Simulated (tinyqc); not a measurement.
# Length offset and series resistance from crossing lines

Inverse problem. R_total = Rs + k (L - dL)/Vo with constant Rs, dL and k. Find k, dL and Rs.

R_total at (L, Vo) = (90, 0.42), (180, 0.42), (90, 0.88) and (180, 0.88), L in nm and Vo in V (ohm um): [380.76190, 787.90476, 225.63636, 419.95455]

Answer. At each overdrive R is a straight line in L with slope k/Vo; the two lines cross at L = dL, R = Rs.

k = 1.90 ohm um V/nm
dL = 24.4 nm
Rs = 84.0 ohm um

Program tinyqc, `OMP_NUM_THREADS=1 python tinyqc.py 2282186 2282187 out.jsonl`; Intel Xeon 2.30GHz, shared host, one thread, about 0.03 s.
